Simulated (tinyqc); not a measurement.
Longitudinal sound in a periodic multilayer: transfer matrices, stop bands and folded phonons: one step, computed by the program tinyqc.

Layers 1 and 2 repeat with period d = d_1 + d_2; waves travel normal to the layers, without loss. State vector (u, s): displacement u and stress divided by omega. Impedances Z = rho v are in 1e6 kg/(m^2 s).

Problem. Transfer matrix of one period. A layer maps (u, s) by [[cos p, sin p/Z], [-Z sin p, cos p]], p = 2 pi f d_i/v_i; one period is M = M_2 M_1, and cos(q d) = trace(M)/2.

Inputs (values chosen for the exercise, modelled on silica (layer 1), silicon nitride (layer 2) and silicon (substrate)):
```
quantity,value,unit
velocity v_1,5900,m/s
thickness d_1,505,nm
velocity v_2,9960,m/s
thickness d_2,846,nm
frequency f,1.79,GHz
```

Z_2 = 30.378

Z_1 = 12.862

Give: phase p_1; phase p_2; M; trace(M)/2.

Solution.

phase p_1 = 0.96266 rad

phase p_2 = 0.95531 rad

M:
```
,1,2
1,0.046145,0.052197
2,-20.266,-1.2528
```

trace(M)/2 = -0.60334

|trace/2| < 1: f lies in a pass band, with q d = 2.2185 rad (folded into 0 to pi).
